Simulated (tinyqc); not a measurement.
Comparisons within one model: hole subbands of a hard-walled well, four-band Luttinger model. A value that a table varies takes the place of the one given here.

Hole energies are counted downwards from the unstrained band edge, c = hbar^2/2m0. After the usual block transformation one block is H = [[P + Q - Zs, R - i S], [R + i S, P - Q + Zs]] in (heavy, light), with P +/- Q = c [(g1 +/- g2) k^2 + (g1 -/+ 2 g2) kz^2], R = sqrt(3) c gR k^2, S = 2 sqrt(3) c g3 k kz, kz = -i d/dz; axial approximation gR = (g2 + g3)/2. Zs = b (e_par - e_perp) is the shear part of the strain (the hydrostatic part shifts all levels alike and is left out). Basis sqrt(2/L) sin(n pi z/L), n = 1 to N, for each component: kz^2 gives (n pi/L)^2 and the heavy-light block is R delta_nm - 2 sqrt(3) c g3 k D_nm with D_nm = 4 n m/(L (n^2 - m^2)) for n + m odd, 0 otherwise. The other block has the same levels. The split-off band is left out, a severe simplification for a spin-orbit splitting near 0.11 eV.

Constants: hbar^2/2m0 = 3.80998211 eV angstrom^2.

Inputs chosen for the exercise (near those of InP; not measured data):
- g1 = 5.09 (Luttinger gamma1)
- g2 = 1.6 (gamma2)
- g3 = 2.1 (gamma3)
- L = 170 angstrom (well width along [001])
- k = 0.0232 1/angstrom (wave vector in the plane)
- Zlist = (-0.0205, -0.0109, -0.0062, -0.0031, 0, 0.0072, 0.0194) eV (shear strain energies (negative: tension in the plane, for b < 0))

## Which coupling does what

shear strain energy Zs = 0.018277 eV
N = 20, at the given k. Diagonal: R = S = 0. Along [100] and [110] gR is g2 and g3 instead of their mean.

Hole energies (meV):

| model | E1 | E2 | E3 | E4 |
|---|---|---|---|---|
| diagonal | -2.10 | 5.28 | 17.57 | 34.79 |
| R alone | -3.19 | 4.60 | 17.17 | 34.52 |
| S alone | -3.92 | -0.56 | 8.56 | 22.32 |
| axial | -5.01 | -1.09 | 8.24 | 22.24 |
| [100] | -4.74 | -0.95 | 8.32 | 22.26 |
| [110] | -5.31 | -1.24 | 8.14 | 22.21 |

The couplings move E1 by -2.91 meV: R alone by -1.10, S alone by -1.82, so S matters more at k L/pi = 1.26 (R grows as k^2 and joins equal n, S as k and joins n of opposite parity). Warping spreads E1 by 0.57 meV between [100] and [110], the hole being heavier along [110]; the axial value lies between them.

## Strain

N = 20. dE is the rise of the top subband from k = 0 to k1 = pi/(4L), m1 = c k1^2/dE (dash if dE is not positive), and the heavy weight is taken at k = pi/L.

Top subband:

| Zs (eV) | HH1 (meV) | LH1 (meV) | dE (meV) | heavy weight | m1 (m0) |
|---|---|---|---|---|---|
| -0.0205 | 23.0 | -9.7 | 0.169 | 0.044 | 0.482 |
| -0.0109 | 13.4 | -0.1 | 0.072 | 0.118 | 1.132 |
| -0.0062 | 8.7 | 4.6 | -0.088 | 0.228 | - |
| -0.0031 | 5.6 | 7.7 | 0.375 | 0.369 | 0.217 |
| 0.0000 | 2.5 | 10.8 | 0.430 | 0.581 | 0.189 |
| 0.0072 | -4.7 | 18.0 | 0.462 | 0.910 | 0.176 |
| 0.0194 | -16.9 | 30.2 | 0.487 | 0.976 | 0.167 |

HH1 and LH1 cross at Zs = -2 c g2 (pi/L)^2 = -0.0042 eV; for more negative Zs the light hole is on top. Among the rows with HH1 on top, m1 goes from 0.217 to 0.167 m0 as the splitting widens from 2 to 47 meV, against the unmixed 1/(g1 + g2) = 0.149: compression lightens the holes here. A dash marks a top subband whose hole energy at k1 lies below that at k = 0: an electron-like (negative) mass. m1 describes the neighbourhood of k = 0 only; where HH1 and LH1 lie close, the band may peak further out.

Run: tinyqc, `OMP_NUM_THREADS=1 python tinyqc.py 1281546 1281547 out.jsonl`; Intel(R) Xeon(R) Processor @ 2.30GHz, one thread, shared host; about 0.1 s of CPU time with all checks.
